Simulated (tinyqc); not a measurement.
Magnetisation curve: two coupled magnetic layers: synthetic antiferromagnet, spin flop, exchange bias and magnetoresistance. Computed by tinyqc, a small Python program. Command: `OMP_NUM_THREADS=1 python tinyqc.py 3008405 3008406 out.jsonl saf walk`. One thread of a shared host (Intel(R) Xeon(R) Processor @ 2.30GHz), about 0.2 s of CPU time with the checks.

Moments lie in the plane at the angles p1, p2 from the field. Energy per area: E = J1 cos(p1 - p2) + J2 cos^2(p1 - p2) - B M_s (t1 cos p1 + t2 cos p2) + K (t1 cos^2 p1 + t2 cos^2 p2).

Inputs (values chosen for the exercise, for a model stack):

| quantity | value | unit |
|---|---|---|
| saturation magnetisation M_s | 956 | kA/m |
| thickness t1 | 4.9 | nm |
| thickness t2 | 4.9 | nm |
| antiferromagnetic coupling J1 | 0.094 | mJ/m^2 |
| biquadratic coupling J2 | 0 | mJ/m^2 |
| in-plane anisotropy K | 0.55 | kJ/m^3 |
| field over the saturation field | 0.28 | - |

Field direction: along the hard axis.

Method. The parallel state is stable while the Hessian at p1 = p2 = 0 is positive: with c = J1 + 2 J2 and u = B M_s - 2K, (u t1 - c)(u t2 - c) > c^2, so B_sat M_s = c (1/t1 + 1/t2) + 2K. B_K = 2K/M_s. The lowest minimum of E over both angles (from five starts; of two mirror images the one with p1 >= 0, and for equal layers |p1| <= |p2|).

saturation field B_sat = 41.2838 mT

Equilibrium states:

| B/B_sat | B (mT) | p1 (degrees) | p2 (degrees) | m/m_sat |
|---|---|---|---|---|
| 0.02 | 0.826 | 88.854 | -88.854 | 0.0200 |
| 0.06 | 2.477 | 86.560 | -86.560 | 0.0600 |
| 0.12 | 4.954 | 83.108 | -83.108 | 0.1200 |
| 0.20 | 8.257 | 78.463 | -78.463 | 0.2000 |
| 0.30 | 12.385 | 72.542 | -72.542 | 0.3000 |
| 0.45 | 18.578 | 63.256 | -63.256 | 0.4500 |
| 0.60 | 24.770 | 53.130 | -53.130 | 0.6000 |
| 0.80 | 33.027 | 36.870 | -36.870 | 0.8000 |
| 0.95 | 39.220 | 18.195 | -18.195 | 0.9500 |
| 1.10 | 45.412 | 0.000 | 0.000 | 1.0000 |

From the first row the moments are canted and close at B_sat. The largest gap between m/m_sat and B/B_sat in the canted rows is 0.000.

Extremes, crossings and ranges named in words are read from the listed rows.
